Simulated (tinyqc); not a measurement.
Raising the sheet density: Gamma, L and X subbands of a thin body with non-parabolic valleys.

Hard walls, flat band, c = hbar^2/2m0, energies from the bulk Gamma edge. For a valley at angle theta to the normal 1/m_z = cos^2/ml + sin^2/mt and m_d = sqrt(ml mt^2/m_z). Subband n starts at E_v + e with e (1 + a e) = c (n pi/t)^2/m_z, and its density-of-states mass is taken as m_d (1 + 2 a e), without further growth at higher in-plane energy. Groups are named by valley and degeneracy.

n_i = g m/(2 pi c) kB T ln(1 + exp((EF - E_i)/kB T)), sum n_i = Ns (1e12/cm^2 = 1e-4/angstrom^2), c = hbar^2/2m0. Quantum capacitance Cq = 1602.176634 sum g m/(2 pi c) f_i in microfarad/cm^2 with f_i = 1/(1 + exp((E_i - EF)/kB T)); Cox = 34.5313/eot (one gate); C/Cox = Cq/(Cq + Cox), the centroid term left out.

Constants: hbar^2/2m0 = 3.80998211 eV angstrom^2; kB = 8.617333262e-05 eV/K.

Inputs chosen for the exercise (near those of a thin InP channel; shifted at random, so the results belong to these values and not to a real crystal): face = 111 (surface); mG = 0.0794 m0 (Gamma mass); aG = 0.6 1/eV (Gamma non-parabolicity); EL = 0.592 eV (L edge above Gamma); mL = (1.621, 0.099) m0 (L valleys (four, along <111>): ml, mt); EX = 1.004 eV (X edge above Gamma); mX = (0.858, 0.269) m0 (X valleys (three, along <100>): ml, mt); aS = 0.55 1/eV (non-parabolicity of L and X); t = 24 angstrom (body thickness); T = 300 K (temperature); eot = 7 angstrom (equivalent oxide thickness); Nl = (0.5, 1, 2, 4, 7, 11, 16) x 1e12/cm^2 (sheet densities).

Fixed thickness, n = 1 to 8 of all groups; the gate overdrive above the lowest edge is (EF - E_lowest)/e + 0.1602177 Ns/Cox in volts.

Results:

| Ns (1e12/cm^2) | EF - lowest (eV) | Gamma share (%) | Cq | C/Cox | overdrive (V) |
|---|---|---|---|---|---|
| 0.5 | -0.031 | 77.8 | 2.78 | 0.360 | -0.015 |
| 1.0 | -0.010 | 76.4 | 5.02 | 0.504 | 0.022 |
| 2.0 | 0.014 | 73.8 | 8.40 | 0.630 | 0.079 |
| 4.0 | 0.044 | 69.5 | 12.50 | 0.717 | 0.174 |
| 7.0 | 0.078 | 65.0 | 15.51 | 0.759 | 0.306 |
| 16.0 | 0.157 | 56.2 | 21.31 | 0.812 | 0.677 |

Give the missing row, Ns (1e12/cm^2) = 11.0.

Computed row:
```
Ns (1e12/cm^2)  EF - lowest (eV)  Gamma share (%)     Cq  C/Cox  overdrive (V)
11.0                       0.116             60.7  18.15  0.786          0.474
```

The lowest subband is G1 n=1. At the highest density band filling takes 0.157 V of the 0.677 V overdrive. Cq grows from 2.8 to 21.3 microfarad/cm^2, helped by heavier valleys that begin to fill: the Gamma share falls from 78 % to 56 %.

Computed by tinyqc, a small Python program: `OMP_NUM_THREADS=1 python tinyqc.py 1250508 1250509 out.jsonl` (the numbers bound the seed that draws the inputs); one thread of a shared host (Intel(R) Xeon(R) Processor @ 2.30GHz), about 0.05 s for the whole set of steps.
